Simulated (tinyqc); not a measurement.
Inside a calculation. Model: interdiffusion of a quantum well during annealing: blurred potential and shift of the confined levels. Computed by tinyqc, a small Python program that keeps every step. Command: `OMP_NUM_THREADS=1 python tinyqc.py 3011005 3011006 out.jsonl qwi walk`. One thread of a shared host (Intel(R) Xeon(R) Processor @ 2.30GHz), about 0.07 s of CPU time with the checks. Intermediate numbers are printed to about 6 digits and carried at full precision; extremes and crossings named in words are read from the listed rows.

A square well of width w is blurred by Fick diffusion with a constant coefficient; band offsets are linear in composition, masses are uniform, and strain and excitons are ignored.

Inputs (values chosen for the exercise, modelled on InGaAs in InP):
```
quantity                value    unit
well width w              9.3      nm
electron mass m_e      0.0428     m_0
hole mass m_h           0.421     m_0
conduction offset V_c    0.22      eV
valence offset V_v       0.39      eV
prefactor D0               17  cm^2/s
activation energy E      3.25      eV
anneal temperature T      660       C
anneal time t            1700       s
```

Constants: k_B = 8.617333262e-05 eV/K; hbar^2/(2 m_0) = 3.80998212 eV angstrom^2.

## Diffusion length

D = D0 exp(-E/(k_B T)); L = sqrt(D t); share of well material at the centre erf(w/(4L)); 1 nm = 1e-7 cm. Temperatures in kelvin are T(C) + 273.15.

diffusivity D = 4.76183e-17 cm^2/s

diffusion length L = 2.84519 nm

ratio L/w = 0.305934

share at the centre = 0.752176

## Levels before the anneal

Square well, ground state: take the lowest root of k tan(k w/2) = kappa, k^2 = E/c, kappa^2 = (V - E)/c, c = hbar^2/(2m) with hbar^2/(2 m_0) in eV angstrom^2.

electron level before the anneal = 48.2996 meV

hole level before the anneal = 8.47340 meV

Caution: the well mass is used in the barriers too; a heavier barrier mass would lower these levels.

## Levels after the anneal

With L = sqrt(D t) and the share at the centre erf(w/(4L)). After the anneal: V(z) = V {1 - (1/2)[erf((w/2 - z)/(2L)) + erf((w/2 + z)/(2L))]}, energies counted from the original well bottom. Finite differences on 3000 points over |z| < w/2 + 6L + 25 nm; shifts are taken against the same grid with cell-averaged square steps. Rise of the bottom = V (1 - share at the centre). Overlap = |<electron|hole>|^2.

shift of the electron level = 53.641 meV

shift of the hole level = 110.289 meV

blue shift of the transition = 163.93 meV

rise of the gap at the centre = 151.173 meV

overlap = 0.751

The centre has taken up barrier material, which carries much of the shift.

## Shift against diffusion length

First-order estimate for small L: the shift is 2 L^2 V |d(psi^2)/dz| at an edge, with psi the normalised square-well state: psi^2 = cos^2(k z)/(w/2 + 1/kappa) inside, so |d(psi^2)/dz| = k sin(k w)/(w/2 + 1/kappa).

Shifts (meV):
```
L/w   L (nm)  share at the centre  electron     hole      sum  first-order sum
0.02   0.186                    1     0.402    0.392    0.794         0.892450
0.04   0.372                    1     1.538    1.414    2.952          3.56980
0.07   0.651             1.000000     4.453    4.131    8.584          10.9325
0.1     0.93             0.999593     8.673    8.857    17.53          22.3113
0.15   1.395             0.981578    18.138   24.032    42.17          50.2003
0.2     1.86             0.922900    29.529   48.985   78.514          89.2450
0.3     2.79             0.761407    52.395  107.051  159.446          200.801
0.45   4.185             0.567942    78.793  174.872  253.665          451.803
0.7     6.51             0.386495   105.099  239.202  344.301          1093.25
1        9.3             0.276326   122.224  278.862  401.086          2231.13
```

The sum grows as L^1.89 between the first rows (L^2, linear in time, in first order) and as L^0.43 between the last, as it bends towards the limit V_c + V_v less the original levels, 553.2 meV. The first-order form is off by +12 % in the first row and +27 % at L/w = 0.1; it needs L well below the decay length 1/kappa. At L/w = 0.2 the electron level has moved by the larger share of its offset (12.6 % for the hole, 13.4 % for the electron).

Checks made by the program: finite differences against the square-well equation (relative difference 6e-06).
